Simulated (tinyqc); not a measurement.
Pariser-Parr-Pople SCF with singles CI, for the molecule C=Cc1cccc(Cl)c1 (SMILES; centres numbered as the heavy atoms are written), step by step. One step of it, computed by the program tinyqc.

Question. PPP integrals. Mataga-Nishimoto: gamma = 14.399645/(R + a), a = 2 x 14.399645/(gamma_rr + gamma_ss); H_rr = -W_r - sum_(s != r) z_s gamma_rs; H_rs = beta for bonds.

Centres (angstrom, eV; a flat drawing with bonds scaled to 1.40 angstrom):
```
centre          x          y  core charge z          W   gamma_rr
1C       2.878000  -1.051000              1  11.160000  11.130000
2C       2.281000   0.216000              1  11.160000  11.130000
3C       0.886000   0.332000              1  11.160000  11.130000
4C       0.289000   1.598000              1  11.160000  11.130000
5C      -1.106000   1.714000              1  11.160000  11.130000
6C      -1.904000   0.564000              1  11.160000  11.130000
7C      -1.307000  -0.702000              1  11.160000  11.130000
8Cl     -2.105000  -1.852000              2  26.000000  13.000000
9C       0.088000  -0.818000              1  11.160000  11.130000
```

Resonance integrals (eV):
```
i  j       beta
1  2  -2.350000
2  3  -2.350000
3  4  -2.350000
4  5  -2.350000
5  6  -2.350000
6  7  -2.350000
7  8  -1.560000
7  9  -2.350000
9  3  -2.350000
```

Give: repulsion gamma_rs; core matrix H.

Answer.

repulsion gamma_rs (eV), lower triangle:
```
         1C      2C      3C      4C      5C      6C      7C     8Cl
1C   11.130
2C    5.344  11.130
3C    3.872   5.346  11.130
4C    2.881   3.873   5.346  11.130
5C    2.344   2.882   3.873   5.346  11.130
6C    2.271   2.621   3.518   3.873   5.346  11.130
7C    2.621   2.881   3.873   3.518   3.873   5.346  11.130
8Cl   2.307   2.383   2.940   2.670   2.941   3.980   5.553  13.000
9C    3.518   3.873   5.346   3.873   3.518   3.873   5.346   3.980

        9C
9C  11.130
```

core matrix H (eV), lower triangle:
```
          1C       2C       3C       4C       5C       6C       7C      8Cl
1C   -38.626
2C    -2.350  -42.746
3C     0.000   -2.350  -48.214
4C     0.000    0.000   -2.350  -45.210
5C     0.000    0.000    0.000   -2.350  -44.222
6C     0.000    0.000    0.000    0.000   -2.350  -45.968
7C     0.000    0.000    0.000    0.000    0.000   -2.350  -49.724
8Cl    0.000    0.000    0.000    0.000    0.000    0.000   -1.560  -52.755
9C     0.000    0.000   -2.350    0.000    0.000    0.000   -2.350    0.000

         9C
9C  -48.466
```
